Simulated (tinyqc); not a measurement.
# Film thickness from the threshold shift

Inverse problem. Undoped body with a flat potential across it, hard walls, transport along x. Three valley pairs (g = 2 each) with the longitudinal mass along x, y or z. Non-parabolicity enters the subband edges through E (1 + al E) = gamma, so E = 2 gamma/(1 + sqrt(1 + 4 al gamma)); motion within a subband is taken as parabolic with the band-edge mass. Energies are counted from the bulk band edge. gamma = C (pi k/(t + dl))^2/mz, C = hbar^2/(2 m0). Each subband has N_k = g sqrt(mx my) m0 kB T/(pi hbar^2); without degeneracy n = exp(EF/Vt) sum N_k exp(-E_k/Vt). Classical value Nc times t, Nc = sum over valleys of 2 g (m m0 kB T/(2 pi hbar^2))^1.5 with m = (mx my mz)^(1/3). Threshold shift dVT = Vt ln(classical value/sum N_k exp(-E_k/Vt)). Find t and the lowest subband edge.

Values chosen for this exercise; masses close to those of silicon:
- T = 300 K (temperature)
- ml = 0.931 m0 (longitudinal mass)
- mt = 0.191 m0 (transverse mass)
- al = 0 1/eV (non-parabolicity)
- dl = 0.2 nm (widening of the box by penetration into the insulator)

Constants: q = 1.602176634e-19 C, kB = 1.380649e-23 J/K, hbar = 1.054571817e-34 J s, m0 = 9.1093837015e-31 kg, Vt = kB T/q, hbar^2/(2 m0) = 0.0380998212 eV nm^2. Results are converted to the units shown.

dVT = 17.413852 mV

Answer. dVT is evaluated for trial values of t with all subbands; between 1.5 and 25 nm one value matches.

t = 7.800 nm
E_1 = 6.311 meV

Computed by the program tinyqc: `OMP_NUM_THREADS=1 python tinyqc.py 2350017 2350018 out.jsonl`, one thread of a shared Intel Xeon 2.30GHz, about 0.06 s for the whole run.
